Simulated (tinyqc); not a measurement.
## Minority carriers and saturation current of a heavily doped emitter: effect of temperature on the narrowing factor

n-type, parabolic bands, full ionisation. eta = (EF - Ec)/kB T solves N = Nc F12(eta), F12(x) = (2/sqrt(pi)) int_0^infinity sqrt(u)/(1 + exp(u - x)) du. The gap shrinks rigidly by dEg = E1 [ln(N/N0) + sqrt(ln^2(N/N0) + 0.5)], an empirical law that is here taken as the true narrowing.

Nc is given at 400 K and scales as T^1.5; dEg is held. The factor nie^2/ni^2 = exp(dEg/kB T) g, g = F12(eta) exp(-eta), divides the current gain of a transistor with this emitter.

Parameters, values chosen for the exercise; band and dielectric values close to those of silicon:
- Nc = 4.39e19 cm^-3 (conduction-band density of states at 400 K)
- N = 1.8e19 cm^-3 (ionised donor density)
- E1 = 8.3 meV (energy of the narrowing law)
- N0 = 1.9e17 cm^-3 (density of the narrowing law)

Constants: q = 1.602176634e-19 C, kB = 1.380649e-23 J/K, Vt = kB T/q. Results are converted to the units shown.

Effect of temperature on the narrowing factor:

| T (K) | eta | g | nie^2/ni^2 | its logarithm |
|---|---|---|---|---|
| 150 | 1.1960 | 0.53994 | 193.15 | 5.2634 |
| 200 | 0.55177 | 0.66792 | 54.939 | 4.0062 |
| 250 | 0.10353 | 0.74822 | 25.477 | 3.2378 |
| 300 | -0.23877 | 0.80151 | 15.159 | 2.7186 |
| 350 | -0.51536 | 0.83871 | 10.423 | 2.3440 |
| 400 | -0.74740 | 0.86576 | 7.8519 | 2.0608 |
| 450 | -0.94731 | 0.88611 | 6.2903 | 1.8390 |

The factor falls from 193 to 6.29. Its slope against q/kB T is 65.0 meV between the first two rows and 68.8 meV between the last two, against dEg = 76.0 meV: degeneracy takes back part of the narrowing. The factor grows on cooling, so the current gain of such a transistor falls.

Range of the model: Band tails, non-parabolic bands and incomplete ionisation are left out.

Program tinyqc, `OMP_NUM_THREADS=1 python tinyqc.py 2330155 2330156 out.jsonl`; Intel Xeon 2.30GHz, shared host, one thread, about 0.01 s.
